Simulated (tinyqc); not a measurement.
# Off-state leakage of single and stacked transistors: two studies

n-channel devices of unit width. Subthreshold current I(Vg, Vs, Vd) = I0 (T/300 K)^0.5 exp[(Vg - Vs - VT(T) - gb (Vs - Vb) + dd (Vd - Vs))/(nf Vt)] (1 - exp(-(Vd - Vs)/Vt)), VT(T) = VT - cT (T - 300 K). Gate-edge tunnelling Ig (Vd/1 V) exp(ag (Vd - 1 V)), for a gate at 0 V, and band-to-band leakage Ab u exp(-Bb/u), u = Vd - Vb + 1 V, flow at a drain held at V; both are taken as independent of T. In a stack of off transistors (all gates at 0 V) the same subthreshold current passes through each.

Values chosen for this exercise; values of the order met in bulk silicon logic transistors:
```
symbol,value,unit,meaning
T,358,K,temperature
V,1,V,supply voltage
VT,0.32,V,"threshold at 300 K, zero drain and body bias"
cT,1,mV/K,fall of the threshold with temperature
I0,0.83,uA/um,current at threshold at 300 K
nf,1.36,,slope factor
dd,0.07,,drain-induced lowering per volt
gb,0.14,,rise of the threshold per volt of source-body bias
Ig,1e-6,uA/um,gate-edge tunnelling current at 1 V
ag,5.3,1/V,exponential slope of the gate current
Ab,1,uA/(um V),prefactor of band-to-band leakage at the drain
Bb,19,V,its exponential voltage
Vb,-0.6,V,body voltage
```

Constants: q = 1.602176634e-19 C, kB = 1.380649e-23 J/K, Vt = kB T/q. Results are converted to the units shown.

Each table varies one quantity; the others keep the values above.

## Subthreshold current against the height of the stack

All n gates at 0 V, bottom source at 0 V, top drain at V; node voltages follow from equal currents.

Result of one run:
```
n	I (nA/um)	reduction factor	drain voltage of the bottom device (mV)	source voltage of the top device (mV)	voltage across the top device (V)
4	0.085877	14.678	13.448	93.147	0.90685
```

What becomes of these results when the number of transistors in series n is changed from 4 to 2, all else the same?

Result of the changed run:
```
n	I (nA/um)	reduction factor	drain voltage of the bottom device (mV)	source voltage of the top device (mV)	voltage across the top device (V)
2	0.22477	5.6078	59.784	59.784	0.94022
```

The whole series:
```
n	I (nA/um)	reduction factor	drain voltage of the bottom device (mV)	source voltage of the top device (mV)	voltage across the top device (V)
1	1.2605	1.0000	1000.0	0	1.0000
2	0.22477	5.6078	59.784	59.784	0.94022
3	0.12407	10.159	21.605	80.389	0.91961
4	0.085877	14.678	13.448	93.147	0.90685
5	0.065724	19.178	9.7961	102.42	0.89758
6	0.053255	23.669	7.7132	109.72	0.89028
```

The second transistor cuts the current by a factor of 5.61, the third by a further 1.81 and the sixth by 1.23. The top device keeps 89.0 % of the supply at n = 6, while the drain voltage of the bottom one falls to 0.250 Vt.

## Leakage components against the threshold

Same model as above.

One transistor with Vg = Vs = 0, Vd = V; stack factor I(one)/I(two in series).

The same in every row: gate edge (nA/um) = 0.0010000; band-to-band (nA/um) = 1.7429; stack factor = 5.6078.

Leakage components against the threshold:
```
VT (V)	subthreshold (nA/um)	total (nA/um)	largest part
0.15	72.483	74.227	subthreshold
0.2	22.013	23.757	subthreshold
0.25	6.6853	8.4292	subthreshold
0.3	2.0303	3.7742	subthreshold
0.35	0.61660	2.3605	band-to-band
0.4	0.18726	1.9312	band-to-band
0.45	0.056870	1.8008	band-to-band
0.5	0.017271	1.7612	band-to-band
0.55	0.0052453	1.7492	band-to-band
0.6	0.0015930	1.7455	band-to-band
```

As VT goes from 0.15 to 0.6, the total leakage falls from 74.2 to 1.75 nA/um. The subthreshold part leads at VT = 0.15, the band-to-band part from 0.35 on. The reduction by a stack of two stays at 5.61, for the subthreshold part alone. For VT = 0.15 the gate is within about 3 nf Vt of threshold, where the exponential law overstates the current.

Numbers from tinyqc (`OMP_NUM_THREADS=1 python tinyqc.py 2242077 2242078 out.jsonl`; about 0.04 s on one thread of a shared Intel Xeon 2.30GHz).
